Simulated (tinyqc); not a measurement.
Finite-difference solution of the diffusion equation on a small grid: one step, computed by the program tinyqc.

dC/dt = D d2C/dx2 on nodes x_j = j dx, j = 0..8; the far end is sealed.

Question. Time step 2. With r = D dt/dx^2: (1 - theta r M) C(new) = (1 + (1 - theta) r M) C(old); theta = 0 explicit, 1 implicit, 1/2 Crank-Nicolson.

Boundary at x = 0: sealed surface. Scheme: Crank-Nicolson.

operator M, rows 0, 1, 2, 3, 4, 5, 6, 7, 8:
```
[[-2, 2, 0, 0, 0, 0, 0, 0, 0],
 [1, -2, 1, 0, 0, 0, 0, 0, 0],
 [0, 1, -2, 1, 0, 0, 0, 0, 0],
 [0, 0, 1, -2, 1, 0, 0, 0, 0],
 [0, 0, 0, 1, -2, 1, 0, 0, 0],
 [0, 0, 0, 0, 1, -2, 1, 0, 0],
 [0, 0, 0, 0, 0, 1, -2, 1, 0],
 [0, 0, 0, 0, 0, 0, 1, -2, 1],
 [0, 0, 0, 0, 0, 0, 0, 2, -2]]
```

mesh ratio r = 1.6512

C after step 1 (%): [47.25576, 50.19456, 52.10643, 52.81697, 48.57754, 38.37058, 20.01055, 8.15574, 5.07950]

Give: C after step 2.

Answer.

C after step 2 (%): [50.615, 49.711, 49.249, 46.526, 41.134, 32.694, 25.532, 18.552, 15.386]

At so large an r Crank-Nicolson steps are stable but let short waves flip sign, so sharp features can overshoot.
